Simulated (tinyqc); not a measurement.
Non-parabolicity of the conduction band: eight-band Kane k.p model.

Eight-band Kane model, basis S, X, Y, Z times spin, zero of energy at the top of the unstrained valence band, c = hbar^2/2m0. Within each spin: H_SS = Eg + A c k^2, H_SX = i P kx (likewise Y, Z), H_XX = -Dso/3 + L kx^2 + M (ky^2 + kz^2), H_XY = N kx ky, and cyclic. Spin-orbit term (Dso/3) L.sigma on X, Y, Z with (L_k)_ij = -i epsilon_kij: <X+|H|Y+> = -i Dso/3, <X+|H|Z-> = Dso/3, <Y+|H|Z-> = -i Dso/3, <Z+|H|X-> = -Dso/3, <Z+|H|Y-> = i Dso/3, <X-|H|Y-> = i Dso/3, and their conjugates; + and - are the spin along z. Terms from inversion asymmetry are left out, so every level is twofold.

P = sqrt(Ep c); A = 1/me - Ep (Eg + 2 Dso/3)/(Eg (Eg + Dso)) keeps the electron mass; g1' = g1 - Ep/(3 Eg), g2' = g2 - Ep/(6 Eg), g3' = g3 - Ep/(6 Eg) remove the coupling to S that the Luttinger values already hold; L = -c (g1' + 4 g2'), M = -c (g1' - 2 g2'), N = -6 c g3'.

Constants: hbar^2/2m0 = 3.80998211 eV angstrom^2.

Inputs chosen for the exercise (near those of GaSb; shifted at random, so the results belong to these values and not to a real crystal):
- Eg = 0.804 eV (gap at Gamma to the s-like level)
- Dso = 0.718 eV (spin-orbit splitting)
- Ep = 25.6 eV (Kane energy)
- me = 0.0397 m0 (electron mass at Gamma)
- g1 = 13.3 (Luttinger gamma1)
- g2 = 4.64 (gamma2)
- g3 = 6.06 (gamma3)
- kmax = 0.08 1/angstrom (end of the path)

Unstrained, along [100], six points up to kmax. Parabolic: E = c k^2/me. Two-band form: E (1 + alpha E) = c k^2/me with alpha = (1 - me)^2/Eg. The column alpha(k) solves that form for alpha with the eight-band energy. Energies from the conduction edge.

Energies:

| \|k\| (1/angstrom) | parabolic (eV) | two-band (eV) | eight-band (eV) | alpha(k) (1/eV) | parabolic / eight-band |
|---|---|---|---|---|---|
| 0.0133 | 0.0171 | 0.0167 | 0.0167 | 1.208 | 1.020 |
| 0.0267 | 0.0682 | 0.0636 | 0.0634 | 1.209 | 1.077 |
| 0.0400 | 0.1536 | 0.1332 | 0.1323 | 1.212 | 1.160 |
| 0.0533 | 0.2730 | 0.2183 | 0.2162 | 1.215 | 1.263 |
| 0.0667 | 0.4265 | 0.3137 | 0.3097 | 1.219 | 1.377 |
| 0.0800 | 0.6142 | 0.4159 | 0.4093 | 1.223 | 1.501 |

alpha = 1.147 1/eV

At the last point the parabola lies a factor 1.50 above the eight-band value, and the two-band form 6.6 meV above it. The parabola stays within 5 % up to |k| = 0.0133 1/angstrom of the points listed. alpha(k) goes from 1.208 to 1.223 1/eV, a spread of 1.3 % over this range; the simple rule gives 1.147, 5 % below the first value, as it knows neither Dso nor the remote terms.

Computed by tinyqc, a small Python program: `OMP_NUM_THREADS=1 python tinyqc.py 1050071 1050072 out.jsonl` (the numbers bound the seed that draws the inputs); one thread of a shared host (Intel(R) Xeon(R) Processor @ 2.30GHz), about 0.05 s for the whole set of steps.
